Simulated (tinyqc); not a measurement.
# From shift without recovery dV0 back to oxide field F

Model: bias-temperature instability from a Gaussian distribution of capture and emission barriers. Computed by tinyqc, a small Python program. Command: `OMP_NUM_THREADS=1 python tinyqc.py 3019236 3019237 out.jsonl bti inv`. One thread of a shared host (Intel(R) Xeon(R) Processor @ 2.30GHz), about 0.04 s of CPU time with the checks.

Each trap has a capture time tau_0 exp(E_c/(k_B T)) under stress and an emission time tau_0 exp(E_e/(k_B T)) after it. E_c is Gaussian, and E_e = E_c + d with d Gaussian and independent. A trap counts as filled once t_s exceeds its capture time and as emptied once t_r exceeds its emission time.

Inputs (values chosen for the exercise, for a model p-channel transistor): shift with all traps filled V_max = 210 mV; mean capture barrier at zero field mu_c = 1.66 eV; spread of capture barriers sigma_c = 0.26 eV; lowering of mu_c per field k_F = 0.066 eV/(MV/cm); time constant tau_0 = 1e-11 s; temperature T = 125 C; stress time t_s = 100 s.

Constants: k_B = 8.617333262e-05 eV/K.

Method:
- Demarcation energies E_s = k_B T ln(t_s/tau_0), E_r = k_B T ln(t_r/tau_0); mean barrier mu = mu_c - k_F F; z = (E_s - mu)/sigma_c; Phi is the standard normal distribution.
- Temperatures in kelvin are T(C) + 273.15.
- Shift without recovery dV0 = V_max Phi(z); local time exponent n = d ln dV0/d ln t_s = (k_B T/sigma_c) exp(-z^2/2)/(sqrt(2 pi) Phi(z)); apparent activation energy n E_s.

Task: A run gave the result below. Find the oxide field F, known to lie between 4.1 and 10 MV/cm.

shift without recovery dV0 = 29.23644 mV

Result:

Each step takes the trial c = (a f_b - b f_a)/(f_b - f_a), f being the result less the target and a, b, c the logarithms of the listed values; c replaces end b, the old b replaces a if the sign of f changed, and otherwise f_a is halved.

Scan of the range:
```
oxide field F (MV/cm)  shift without recovery dV0 (mV)
4.10                                            17.156
4.76                                            23.112
5.52                                            31.653
6.40                                            43.888
7.43                                            61.254
8.62                                            84.565
10.00                                          113.691
```

False position (Illinois rule, in the logarithm of the input) inside the bracket:
```
step    end a    end b    trial  shift without recovery dV0 (mV)
1     4.76000  5.52000  5.29343                          28.9118
2     5.52000  5.29343  5.31977                          29.2219
3     5.52000  5.31977  5.32211                          29.2495
4     5.31977  5.32211  5.32100                          29.2364
5     5.32211  5.32100  5.32100                          29.2364
```

Shift without recovery dV0 rises at every point of a 13-point scan of the range (every second point is shown), so one value fits; it is bracketed by 4.76 and 5.52. Answer: oxide field F = 5.321 MV/cm.
